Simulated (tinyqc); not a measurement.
Dielectric confinement in a thin film (image charges): one step. Images for a charge at the centre. Two cases, with inputs chosen for the exercise.

Problem. Give lam, the first five terms (q/eps) lam^n/(n t), their sum and the closed form.

A film |z| < t/2 of dielectric constant eps between half-spaces of dielectric constant e2; lam = (eps - e2)/(eps + e2), q = e^2/(4 pi eps0). The self-energy of a band edge is taken with the high-frequency value, e2 = eh, and the field of a fixed ion with the static one, e2 = eo. A charge at z has images lam^|n| at n t + (-1)^n z. Its self-energy is S(z) = (q/2 eps) sum over n >= 1 of lam^n [1/(n t - 2z) + 1/(n t + 2z)] for odd n and 2 lam^n/(n t) for even n; at the centre S(0) = -(q/(eps t)) ln(1 - lam).

Constants: e^2/(4 pi eps0) = 14.39964547 eV angstrom.

Give: lam; terms; sum of five; S(0).

Case 1.

Values chosen (out of a larger set: near those of a Si (100) film, two-fold valleys, between layers of Si3N4; not measured data): t = 86 angstrom (film thickness); eps = 11.7 (dielectric constant of the film); eh = 4 (high-frequency dielectric constant outside).

Solution.

lam = 0.4904

terms (meV): [7.02, 1.72, 0.56, 0.21, 0.08]

sum of five = 9.59 meV
S(0) = 9.65 meV

The surroundings screen less than the film, so the images repel and each band edge moves outwards: the gap changes by about 2 S = +19 meV. The static value 7.7 would give S(0) = +3.3 meV.

Case 2.

Values chosen (out of a larger set: near those of a Si (100) film, two-fold valleys, between layers of Al2O3; not measured data): t = 18 angstrom (film thickness); eps = 11.5 (dielectric constant of the film); eh = 3.2 (high-frequency dielectric constant outside).

Solution.

lam = 0.5646

terms (meV): [39.28, 11.09, 4.17, 1.77, 0.80]

sum of five = 57.11 meV
S(0) = 57.85 meV

The surroundings screen less than the film, so the images repel and each band edge moves outwards: the gap changes by about 2 S = +116 meV. The static value 9.4 would give S(0) = +7.4 meV.

Computed by tinyqc, one run a case: `OMP_NUM_THREADS=1 python tinyqc.py N N+1 out.jsonl` with N = 1280995, 1281178; one thread of a shared Intel(R) Xeon(R) Processor @ 2.30GHz, about 0.1 s a run at most.
